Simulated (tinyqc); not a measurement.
One-sided p+-n junction, ionisation integral and breakdown: two steps of the calculation.

A p+ layer at x < 0 and an n drift layer from x = 0. Depletion approximation, built-in voltage neglected. Local ionisation coefficients alpha_n = an exp(-(bn/E)^mx), alpha_p = ap exp(-(bp/E)^mx). Electrons move towards +x, holes towards x = 0.

Inputs (values chosen for the exercise); material values close to those of silicon:
- eps_r = 11.6 (relative permittivity)
- an = 7.1e5 1/cm (prefactor of the electron ionisation coefficient)
- bn = 1.17e6 V/cm (field constant for electrons)
- ap = 1.63e6 1/cm (prefactor of the hole ionisation coefficient)
- bp = 1.92e6 V/cm (field constant for holes)
- mx = 1 (exponent)
- N = 4.7e16 cm^-3 (donor density of the drift layer)
- V = 13.3 V (reverse voltage)
- fr = 0.4 (share of the depleted width that the grid covers)

Constants: q = 1.602176634e-19 C, eps0 = 8.8541878128e-14 F/cm where lengths are in cm. Results are converted to the units shown.

Problem 1. Field and ionisation coefficients on a grid. W = sqrt(2 eps0 eps_r V/(q N)), peak field E0 = q N W/(eps0 eps_r), falling linearly to 0 at W. Grid: 14 equal steps from 0 to fr W.

Wanted: W; x; E; alpha_n; alpha_p.

Solution 1.

W = 0.60234 um

```
point	x (um)	E (kV/cm)	alpha_n (1/cm)	alpha_p (1/cm)
0	0.00000	441.61	50193	21087
1	0.01721	429.00	46431	18555
2	0.03442	416.38	42748	16202
3	0.05163	403.76	39154	14028
4	0.06884	391.14	35660	12033
5	0.08605	378.53	32276	10217
6	0.10326	365.91	29013	8577.2
7	0.12047	353.29	25882	7111.5
8	0.13768	340.67	22894	5814.9
9	0.15489	328.06	20061	4681.7
10	0.17210	315.44	17394	3704.5
11	0.18931	302.82	14903	2874.7
12	0.20652	290.20	12599	2182.1
13	0.22373	277.59	10489	1615.3
14	0.24094	264.97	8581.7	1162.0
```

Problem 2. Ionisation integrals by the trapezoid rule. G(x) = integral from 0 to x of (alpha_n - alpha_p); I_n = integral of alpha_n exp(-G) (electrons injected at x = 0), I_p = integral of alpha_p exp(G(end) - G) (holes injected at the far edge); M = 1/(1 - I). All integrals by the trapezoid rule on the grid.

```
point	x (um)	alpha_n (1/cm)	alpha_p (1/cm)
0	0.00000000	50193.464	21086.532
1	0.01720965	46430.747	18555.403
2	0.03441930	42747.740	16202.046
3	0.05162895	39154.112	14027.751
4	0.06883860	35659.990	12032.856
5	0.08604824	32275.921	10216.640
6	0.10325789	29012.803	8577.2234
7	0.12046754	25881.794	7111.4727
8	0.13767719	22894.193	5814.9193
9	0.15488684	20061.282	4681.6996
10	0.17209649	17394.130	3704.5220
11	0.18930614	14903.344	2874.6714
12	0.20651579	12598.774	2182.0590
13	0.22372543	10489.157	1615.3290
14	0.24093508	8581.6946	1162.0287
```

Find: G; alpha_n exp(-G); I_n; I_p; M_n; M_p.

Solution 2.

```
point	G	alpha_n exp(-G) (1e4 1/cm)
0	0.0000	5.019
1	0.0490	4.421
2	0.0959	3.884
3	0.1403	3.403
4	0.1823	2.972
5	0.2216	2.586
6	0.2582	2.241
7	0.2919	1.933
8	0.3227	1.658
9	0.3507	1.413
10	0.3757	1.195
11	0.3978	1.001
12	0.4171	0.830
13	0.4337	0.680
14	0.4477	0.548
```

I_n = 0.5335
I_p = 0.2696
M_n = 2.144
M_p = 1.369

Numbers from tinyqc (`OMP_NUM_THREADS=1 python tinyqc.py 2120018 2120019 out.jsonl`; about 0.03 s on one thread of a shared Intel Xeon 2.30GHz).
